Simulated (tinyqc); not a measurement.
## Convergence with the mesh in the empty well

In an empty well of width L and depth Vb, level k solves kw L/2 = (k - 1) pi/2 + arctan(sqrt((mw/mb)(Vb - E)/E)) with kw = sqrt(mw E/C), C = hbar^2/(2 m0). Mesh: N intervals across the well, hz = L/N, nodes at (i + 1/2) hz from an edge, mass (mw + mb)/2 on the interval that holds an interface, walls 3 L outside the edges; H_ii = C (1/m_(i-1/2) + 1/m_(i+1/2))/hz^2 + V_i, H_(i,i+1) = -C/(m_(i+1/2) hz^2). No field, no charge.

Parameters, values chosen for the exercise; material values close to those of GaAs in AlGaAs:

| symbol | value | unit | meaning |
|---|---|---|---|
| mw | 0.0685 | m0 | mass along z in the well |
| mb | 0.091 | m0 | mass along z in the barriers |
| Vb | 0.248 | eV | barrier height |
| L | 6.38 | nm | well width |

Constants: q = 1.602176634e-19 C, hbar = 1.054571817e-34 J s, m0 = 9.1093837015e-31 kg, hbar^2/(2 m0) = 0.0380998212 eV nm^2. Results are converted to the units shown.

The same in every row: exact E1 (meV) = 56.13.

Result of one run:

| N | E1 on the mesh (meV) | error (%) |
|---|---|---|
| 8 | 54.58 | -2.75 |

What becomes of these results when the number of intervals N is changed from 8 to 64, all else the same?

Result of the changed run:

| N | E1 on the mesh (meV) | error (%) |
|---|---|---|
| 64 | 56.10 | -0.0444 |

The whole series:

| N | E1 on the mesh (meV) | error (%) |
|---|---|---|
| 4 | 50.49 | -10.1 |
| 8 | 54.58 | -2.75 |
| 16 | 55.73 | -0.705 |
| 32 | 56.03 | -0.177 |
| 64 | 56.10 | -0.0444 |
| 128 | 56.12 | -0.0111 |

The error goes from -10 % to -0.011 %; between N = 32 and 64 it shrinks by a factor of 4.0, the 4 of a second-order scheme.

Computed by the program tinyqc: `OMP_NUM_THREADS=1 python tinyqc.py 2140143 2140144 out.jsonl`, one thread of a shared Intel Xeon 2.30GHz, about 0.1 s for the whole run.
